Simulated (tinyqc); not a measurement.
Hydrogenic impurity: series, fields, screening, photoionisation and donor-acceptor pairs: one step, computed by the program tinyqc.

One isotropic, parabolic band. Effective units: Ry* and a*, in which H = -nabla^2 - 2/r.

Task: Effective units and the series. Ry* = Ry m/eps^2, a* = a_0 eps/m; level n is bound by Ry*/n^2; <r> = (3/2) a* in 1s; lines 1s -> np at Ry* (1 - 1/n^2); 1 THz = 4.135667696 meV.

Inputs (values chosen for the exercise, for a model semiconductor): electron mass m = 0.0314 m_0; dielectric constant eps = 19.

Parts treated: magnetic field and photoionisation.

Constants: Ry = 13.605693123 eV; a_0 = 0.529177210903 angstrom; h x 1 THz = 4.135667696 meV.

Give: Ry*; a*; <r> of 1s; Series.

Result:

Ry* = 1.1834 meV

a* = 320.20 angstrom

<r> of 1s = 480.30 angstrom

Series:
```
n  binding (meV)  line from 1s (meV)  line (THz)
2        0.29586              0.8876     0.21461
3        0.13149              1.0519     0.25436
4        0.07396              1.1095     0.26827
5        0.04734              1.1361     0.27471
```
